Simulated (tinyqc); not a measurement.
Changing the junction spring k_b: phonon transmission through an interface between two chains by Green functions. Computed by tinyqc, a small Python program. Command: `OMP_NUM_THREADS=1 python tinyqc.py 3012505 3012506 out.jsonl agf sweep`. One thread of a shared host (Intel(R) Xeon(R) Processor @ 2.30GHz), about 0.02 s of CPU time with the checks.

Two semi-infinite chains (masses m_1, m_2; springs k_1, k_2), motion along the chain. The central region holds the end atom of each chain, joined by springs k_b. lambda = omega^2 in eV/(angstrom^2 u); nu = 15.6333042 THz x sqrt(lambda).

Inputs (values chosen for the exercise, for two model chains):
```
quantity,value,unit
mass m_1,60.9,u
spring k_1,2.64,eV/angstrom^2
mass m_2,247,u
spring k_2,1.83,eV/angstrom^2
probe frequency / lower band top,0.37,-
temperature T,500,K
```

Atoms in the interlayer: none.

Constants: nu for 1 eV/(angstrom^2 u) = 15.6333042 THz; h x 1 THz = 4.135667696 meV; k_B = 8.617333262e-05 eV/K; k_B = 1.380649e-23 J/K; h = 6.62607015e-34 J s.

Method:
- nu_max = 15.6333042 THz x 2 sqrt(k/m); impedance Z = sqrt(k m); long-wave transmission 4 Z_1 Z_2/(Z_1 + Z_2)^2; the probe frequency is the given share of the lower band top.
- In chain i, sin(q_i a/2) = nu/nu_max,i. An outgoing wave makes the next atom move as exp(i q_i a) times the end atom, so the lead adds the self-energy Sigma_i = -k_i exp(i q_i a) to the force-constant matrix; Gamma_i = -2 Im Sigma_i = 2 k_i sin(q_i a).
- A = lambda M - K - Sigma over the central atoms, with K_ii the sum of the springs at i, K_(i,i+1) = -k_b; G = inverse of A; transmission = Gamma_1 Gamma_2 |G_(first,last)|^2.
- Landauer conductance G = k_B int tau(nu) x^2 e^x/(e^x - 1)^2 d nu, x = h nu/(k_B T), from 0 to the lower band top (240 Gauss-Legendre points in s from 0 to 1, nu = nu_top sin(pi s/2)); tau is the transmission, and its thermal mean is G over the value for tau = 1 in the same window; the quantum is g_0 = pi^2 k_B^2 T/(3 h).

One run for each value:
```
junction spring k_b (eV/angstrom^2),conductance G (pW/K),thermal mean of the transmission,transmission,long-wave transmission
0.069,2.699,0.07277,0.01675,0.93608
0.130,4.986,0.13444,0.06005,0.93608
0.250,9.205,0.24818,0.20778,0.93608
0.460,15.648,0.42190,0.51066,0.93608
0.870,24.640,0.66437,0.81530,0.93608
1.600,30.866,0.83223,0.91415,0.93608
3.100,31.026,0.83653,0.91583,0.93608
5.800,29.639,0.79914,0.89997,0.93608
11.000,28.668,0.77298,0.88715,0.93608
```

What does the table show, and why?

Over the rows, conductance G (pW/K) goes from 2.70 through a maximum among these rows, 31.0 at 3.10, to 28.7; thermal mean of the transmission goes from 0.0728 through a maximum among these rows, 0.837 at 3.10, to 0.773; transmission goes from 0.0167 through a maximum among these rows, 0.916 at 3.10, to 0.887. At the low end the exponent of conductance G is 0.97, close to 1: weak bonding, where the range of frequencies let through shrinks with k_b. The exponent of long-wave transmission stays at 0: long waves do not see the junction. G is largest among these rows at k_b = 3.1, against k_1 = 2.64 and k_2 = 1.83; weak bonds reflect all but the longest waves. Left out: 0.0370 (the run failed its checks).

Extremes, crossings and ranges named in words are read from the listed rows.
